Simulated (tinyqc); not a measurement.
Worked calculation: configuration-coordinate model of a defect: Huang-Rhys factor and luminescence line shape. Computed by tinyqc, a small Python program that keeps every step. Command: `OMP_NUM_THREADS=1 python tinyqc.py 3008351 3008352 out.jsonl ccline walk`. One thread of a shared host (Intel(R) Xeon(R) Processor @ 2.30GHz), about 0.01 s of CPU time with the checks. Intermediate numbers are printed to about 7 digits and carried at full precision; extremes and crossings named in words are read from the listed rows.

Ground state E_g(Q) = (1/2) omega_g^2 Q^2; excited state E_e(Q) = E_0 + (1/2) omega_e^2 (Q - dQ)^2 with omega_e = omega_g and E_0 = E_ZPL. Q is mass-weighted; the dipole does not depend on Q (Condon approximation).

Inputs (values chosen for the exercise, for a model defect in a wide-gap host): zero-phonon energy E_ZPL = 2.76 eV; displacement dQ = 0.97 u^(1/2) angstrom; ground-state phonon hbar omega_g = 26.2 meV; temperature T = 120 K; refractive index n_r = 1.92; transition dipole mu = 0.69 e angstrom; quenching prefactor nu_0 = 6e+11 1/s.

Modes: equal frequencies in both states.

Constants: hbar^2/u = 4.18015928e-03 eV angstrom^2; k_B = 8.617333262e-05 eV/K; hbar = 6.582119569e-16 eV s; e = 1.602176634e-19 C; eps_0 = 8.8541878128e-12 F/m; hbar = 1.054571817e-34 J s; c = 299792458 m/s.

## Huang-Rhys factors and vertical energies

S = hbar omega dQ^2/(2 hbar^2/u) for each state; relaxation energy S hbar omega; absorption at E_0 + S_e hbar omega_e, emission at E_0 - S_g hbar omega_g; the Stokes shift is their difference.

S_g = 2.948641

S_e = 2.948641

relaxation energy, ground state = 0.07725440 eV

relaxation energy, excited state = 0.07725440 eV

vertical absorption energy = 2.837254 eV

vertical emission energy = 2.682746 eV

Stokes shift = 0.1545088 eV

The coupling is intermediate: phonon replicas can be resolved beside the zero-phonon line.

## Emission lines at zero temperature

From the lowest excited level the line to ground level n lies at E_ZPL - n hbar omega_g with Franck-Condon weight exp(-S) S^n/n!; the emitted intensity carries a further factor E^3. S = S_g; up to eleven lines, of positive energy only, from n = max(0, integer part of S - 5).

Lines:
```
n   energy (eV)        weight  intensity / largest
0        2.7600  5.241087e-02         2.436463e-01
1        2.7338  1.545409e-01         6.981597e-01
2        2.7076  2.278428e-01         1.000000e+00
3        2.6814  2.239422e-01         9.546232e-01
4        2.6552  1.650813e-01         6.832833e-01
5        2.6290  9.735311e-02         3.911405e-01
6        2.6028  4.784323e-02         1.865323e-01
7        2.5766  2.015322e-02         7.622486e-02
8        2.5504  7.428076e-03         2.724661e-02
9        2.5242  2.433637e-03         8.654426e-03
10       2.4980  7.175922e-04         2.473240e-03
```

The weight peaks at n = 2 and the intensity at n = 2.

## Band at temperature T

Overlaps <m_e|n_g> of harmonic-oscillator functions (Hermite recursion, positive leading coefficients) by a sum over an even grid (700 points from x = -9 to 9 + d for the small table, 1500 points from -16 to 16 + d for the thermal sums), with x = Q sqrt(omega_g/hbar), d = sqrt(2 S_g) and frequency ratio omega_e/omega_g. Initial levels m = 0..24 carry Boltzmann weights exp(-m hbar omega_e/k_B T), normalised; final levels n = 0..79; a line lies at E_ZPL + m hbar omega_e - n hbar omega_g with weight w_m <m|n>^2. Moments are taken over these weights without the E^3 factor; FWHM = 2 sqrt(2 ln 2) x standard deviation; the zero-phonon weight is the sum of w_m <m|m>^2.

mean emission energy = 2.682746 eV

FWHM from the second moment = 0.1147128 eV

zero-phonon weight = 0.06290905

skewness = -0.4587363

Caution: for small S the spectrum is a set of resolved lines, and a Gaussian width has little meaning.

## Crossing, radiative lifetime and thermal quenching

The curves cross at the root Q_c nearest dQ; the barrier is (1/2) omega_e^2 (Q_c - dQ)^2, with (1/2) omega^2 = (hbar omega)^2/(2 hbar^2/u). k_r = n_r omega^3 mu^2/(3 pi eps_0 hbar c^3) at the vertical emission energy, without local-field correction; k_nr = nu_0 exp(-barrier/k_B T) (Mott-Seitz); yield = k_r/(k_r + k_nr); T_1/2 = barrier/(k_B ln(nu_0/k_r)).

Q_c = 17.81217 u^(1/2) angstrom

classical barrier = 23.29034 eV

radiative lifetime = 14.92440 ns

luminescence yield = 1

quenching temperature T_1/2 = 29700.58 K

The barrier is so high that this route does not halve the yield below 1000 K. Caution: the curves cross far outside the range of the harmonic model, so the barrier and T_1/2 have no quantitative meaning.

## Width and zero-phonon weight against temperature

For comparison: FWHM(0) sqrt(coth(hbar omega_e/2 k_B T)) with FWHM(0) from the first row, and exp(-S_g coth(hbar omega_e/2 k_B T)).

Against temperature:
```
T (K)  mean energy (eV)  FWHM (eV)  coth law (eV)  zero-phonon weight  exp(-S coth)
15             2.682746  0.1059424      0.1059424          0.05241087  5.241087e-02
46             2.682746  0.1060853      0.1060853          0.05260808  5.199549e-02
91             2.682746  0.1097615      0.1097615          0.05737230  4.221169e-02
150            2.682746  0.1209535      0.1209535          0.06862443  2.141998e-02
240            2.682746  0.1415213      0.1415213          0.08002658  5.186528e-03
360            2.682746  0.1677519      0.1677519          0.08464526  6.155852e-04
520            2.682746  0.1986949      0.1986956          0.08356727  3.129978e-05
```

The width grows by a factor 1.88, flat while k_B T is well below hbar omega and as sqrt(T) above; for equal frequencies the coth law is exact. The mean energy stays fixed, as it must for equal frequencies. The zero-phonon weight goes from 0.0524 to 0.0836; the single exponential assumes equal frequencies, leaves out lines that absorb and emit the same number of phonons, and falls to 3.13e-5. The rise of the weight is a feature of one sharp mode; with a spread of mode energies those lines leave the zero-phonon energy and the weight falls.

Checks made by the program: grid overlaps at equal frequencies against the Poisson weights (relative difference below 1e-10); width at T against the coth law (relative difference below 1e-10).
